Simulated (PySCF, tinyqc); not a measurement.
Worked calculation: RHF in the sto-6g basis, for H4, spin multiplicity 1. The lowest restricted solution is unstable here: a spin-polarised one lies 0.1777 hartree lower (PySCF). One step of it, computed by the program tinyqc.

Task: Iteration 1: diagonalisation and new density. Diagonalise F' = X^T F X, C = X C', fill 2 alpha and 2 beta electrons from the bottom; D = 2 C_occ C_occ^T. Each column has its largest component positive (the first on a tie).

Fock matrix F (hartree), order 1H 1s, 2H 1s, 3H 1s, 4H 1s:
```
[[-0.119179, -0.038749, -0.033637, -0.016969],
 [-0.038749, 0.045745, -0.151585, 0.001805],
 [-0.033637, -0.151585, 0.042033, -0.202028],
 [-0.016969, 0.001805, -0.202028, -0.107702]]
```

X, order 1H 1s, 2H 1s, 3H 1s, 4H 1s:
```
[[1.015170, -0.103167, 0.011794, -0.001181],
 [-0.103167, 1.039416, -0.130912, 0.011794],
 [0.011794, -0.130912, 1.039416, -0.103167],
 [-0.001181, 0.011794, -0.103167, 1.015170]]
```

Give: F' = X^T F X; orbital energies; coefficients C; D after iteration 1.

Result:

F' = X^T F X (hartree):
```
[[-0.1146, -0.0335, -0.0118, -0.0185],
 [-0.0335, 0.0982, -0.1810, 0.0468],
 [-0.0118, -0.1810, 0.1290, -0.2129],
 [-0.0185, 0.0468, -0.2129, -0.0678]]
```

orbital energies (hartree): [-0.2251, -0.1117, 0.0014, 0.3803]

coefficients C, order 1H 1s, 2H 1s, 3H 1s, 4H 1s:
```
[[0.2433, 0.9480, -0.2711, 0.1000],
 [0.1583, 0.0326, 0.7971, -0.6684],
 [0.4935, -0.0945, 0.2963, 0.8764],
 [0.6915, -0.2716, -0.4941, -0.4953]]
```

D after iteration 1, order 1H 1s, 2H 1s, 3H 1s, 4H 1s:
```
[[1.9157, 0.1389, 0.0611, -0.1785],
 [0.1389, 0.0523, 0.1501, 0.2012],
 [0.0611, 0.1501, 0.5050, 0.7338],
 [-0.1785, 0.2012, 0.7338, 1.1039]]
```
